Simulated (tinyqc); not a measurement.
Worked calculation: UKS/B3LYP (VWN-RPA form) in the 6-311g basis, for H2-, spin multiplicity 2. The basis has no diffuse functions, so it cannot describe the extra electron: this is an exercise in the method, not the real anion. One step of it, computed by the program tinyqc.

Question. Iteration 2: DIIS coefficients. Solve [B -1; -1 0][c; lambda] = [0; -1] for the coefficients, which sum to one.

B (overlaps of the stored error matrices):
```
,1,2
1,1.0464665e-01,-4.0865903e-02
2,-4.0865903e-02,8.2968629e-02
```

Give: DIIS coefficients.

Answer.

DIIS coefficients: 0.4598  0.5402
